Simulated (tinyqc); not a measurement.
# Worked calculation: ellipsometry and reflectance of a transparent film on an absorbing substrate

Numbers from tinyqc (`OMP_NUM_THREADS=1 python tinyqc.py 2870127 2870128 out.jsonl`; about 0.01 s on one thread of a shared Intel Xeon 2.30GHz). Printed values are rounded.

Air (index 1), film, substrate with N2 = n2 - i k2; time factor exp(+i w t). q_j = sqrt(N_j^2 - sin^2 th), root with positive real part. Fresnel coefficients r_s = (q_a - q_b)/(q_a + q_b), r_p = (N_b^2 q_a - N_a^2 q_b)/(N_b^2 q_a + N_a^2 q_b). tan(Psi) exp(i Delta) = R_p/R_s, Delta taken from 0 to 360 degrees.

Parameters, values chosen for the exercise; indices close to those of aluminium oxide on silicon: wavelength lam = 405 nm; angle of incidence th = 75 degrees; index of the transparent film n1 = 1.652; film thickness d = 8.6 nm; index of the substrate n2 = 5.42; extinction coefficient of the substrate k2 = 0.329.

## Interface coefficients and thickness period

q0, q1, q2 and the coefficients r01 and r12 for p and s; the results repeat in d with the period lam/(2 q1).

q0 = 0.2588190
q1 = 1.340183
q2 = 5.333566-0.334332i
r01,p = -0.3097145
r01,s = -0.6762743
r12,p = 0.4611393-0.0231002i
r12,s = -0.5993771+0.0200698i
period = 151.0987 nm

## Psi, Delta and reflectances

beta = 2 pi d q1/lam, X = exp(-2 i beta), R = (r01 + r12 X)/(1 + r01 r12 X) for p and s.

beta = 0.1788082 rad
X = 0.9367338-0.3500425i
R_p = 0.1171654-0.2183675i
R_s = -0.9023792+0.0648013i
Psi = 15.31861 degrees
Delta = 122.3233 degrees
|R_p|^2 = 0.06141210
|R_s|^2 = 0.8184873

The bare substrate gives Psi = 11.14 and Delta = 171.20 degrees.
